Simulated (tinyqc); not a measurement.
Changing the background pressure p: vacuum evaporation: vapour pressure, source flux, thickness distribution, purity and step coverage. Computed by tinyqc, a small Python program. Command: `OMP_NUM_THREADS=1 python tinyqc.py 3113409 3113410 out.jsonl evap sweep`. One thread of a shared host (Intel(R) Xeon(R) Processor @ 2.30GHz), about 0.01 s of CPU time with the checks.

Molecular flow, unit sticking of the metal, no re-evaporation. The background gas is taken as water vapour (18.015 g/mol, collision diameter 0.37 nm) at 300 K.

Inputs (values chosen for the exercise, modelled on gold, with constants for the liquid):
```
quantity                     value    unit
molar mass M                196.97   g/mol
film density rho              19.3  g/cm^3
vapour-pressure constant A   10.83       -
vapour-pressure constant B   18070       K
source temperature T          1670       K
source area                   0.38    cm^2
directionality n                 1       -
source-to-wafer distance h      49      cm
wafer radius R                 2.5      cm
sticking of background gas     0.1       -
```

Constants: u = 1.6605390666e-27 kg; k_B = 1.380649e-23 J/K; R = 8.314462618 J/(mol K).

Method:
- log10(p_v/Pa) = A - B/T; flux from the surface Phi = p_v/sqrt(2 pi m k_B T), m = M u.
- Mass loss = Phi x area x m; heat of evaporation = ln(10) R B; d ln Phi/dT = ln(10) B/T^2 - 1/(2 T).
- A small source emits (n + 1) Phi area cos^n(phi)/(2 pi) per solid angle; on a parallel plane at height h and lateral distance l the arrival rate is (n + 1) Phi area/(2 pi h^2) x (1 + (l/h)^2)^(-(n + 3)/2). Growth rate = arrival rate x m/rho, m = M u. The wafer is fixed and centred above the source.
- Mean free path lambda = k_B T_g/(sqrt2 pi d^2 p); unscattered share exp(-h/lambda); gas arrival p/sqrt(2 pi m_g k_B T_g); impurity ratio = sticking x gas arrival/metal arrival; monolayer time = 1e15 cm^-2/(sticking x gas arrival).

One run for each value:
```
background pressure p (Pa)  impurity ratio  unscattered share  monolayer time (s)  mean free path (m)
1.00e-08                        1.5146e-04         1.0000e+00          2.7902e+05          6.8098e+05
1.00e-07                        1.5146e-03         9.9999e-01          2.7902e+04          6.8098e+04
1.00e-06                        1.5146e-02         9.9993e-01          2.7902e+03          6.8098e+03
1.00e-05                        1.5146e-01         9.9928e-01          2.7902e+02          6.8098e+02
1.00e-04                        1.5146e+00         9.9283e-01          2.7902e+01          6.8098e+01
1.00e-02                        1.5146e+02         4.8697e-01          2.7902e-01          6.8098e-01
1.00e-01                        1.5146e+03         7.4997e-04          2.7902e-02          6.8098e-02
```

Give the missing row, background pressure p (Pa) = 1.00e-03.

Computed row:
```
background pressure p (Pa)  impurity ratio  unscattered share  monolayer time (s)  mean free path (m)
1.00e-03                        1.5146e+01         9.3057e-01          2.7902e+00          6.8098e+00
```

Interpolating between the two neighbouring rows (the first column on a logarithmic scale, the others too where they are positive) misses most in unscattered share, by 25 %. Over the rows, impurity ratio rises from 1.51e-4 to 1510 (exponent d ln y / d ln x about 1.0 throughout); unscattered share falls from 1.000 to 7.50e-4; monolayer time (s) falls from 279000 to 0.0279 (exponent d ln y / d ln x about -1.0 throughout).

Caution (rows 1.00e-4, 0.00100, 0.0100, 0.100): more gas than metal sticks, so a compound rather than a metal film would grow.
